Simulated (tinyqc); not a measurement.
Input admittance of a MOSFET at zero drain bias: distributed channel and distributed gate: one step of the calculation.

Source and drain grounded, strong inversion, w = 2 pi f, Cox = eps0 eox/tox. The channel is an RC line of resistance 1/(mu Cox Vo) per square fed from both ends, so one finger has the intrinsic admittance y = i w Cox L tanh(g)/g per width, g = (1/2) sqrt(i w tau), tau = L^2/(mu Vo). The vertical resistance rv/L is in series with y, the overlaps 2 i w Cov in parallel: y_t = 1/(1/y + rv/L) + 2 i w Cov. The gate strip is a line of Rsh/L per length loaded by y_t, so a finger has Y = y_t Wf tanh(k)/k, k = (Wf/sd) sqrt(y_t Rsh/L); the device has Nf Y.

Problem. Low-frequency resistances and capacitance. Low-frequency limits, with c = Cox L and ct = c + 2 Cov: R_strip = Rsh Wf/(3 sd^2 L Nf), R_ch = (c/ct)^2 L/(12 mu Cox Vo Wf Nf), R_vert = (c/ct)^2 rv/(L Wf Nf), C = ct Wf Nf.

Parameters, values chosen for the exercise; values of the order met in silicon radio-frequency transistors: relative permittivity of the gate insulator (close to silicon nitride) eox = 7.49; insulator thickness tox = 12 nm; channel length L = 1.3 um; finger width Wf = 15 um; number of fingers Nf = 64; channel mobility mu = 170 cm^2/(V s); gate overdrive Vo = 0.77 V; sheet resistance of the gate Rsh = 5.9 ohm/square; vertical resistivity of the gate stack rv = 9.9 ohm um^2; number of ends at which a finger is contacted sd = 2; overlap and fringe capacitance on each side Cov = 0.32 fF/um.

Constants: eps0 = 8.8541878128e-14 F/cm where lengths are in cm. Results are converted to the units shown.

Wanted: parts; sum; C; 1/(2 pi R C).

Solution.

parts (ohm): strip 0.08864, channel 1.315, vertical 0.006688
sum = 1.410 ohm
C = 7511 fF
1/(2 pi R C) = 15.02 GHz

The channel term is the largest, 93.2 % of the sum.

tinyqc, about 0.01 s, one thread, Intel Xeon 2.30GHz (shared host): `OMP_NUM_THREADS=1 python tinyqc.py 2262248 2262249 out.jsonl`
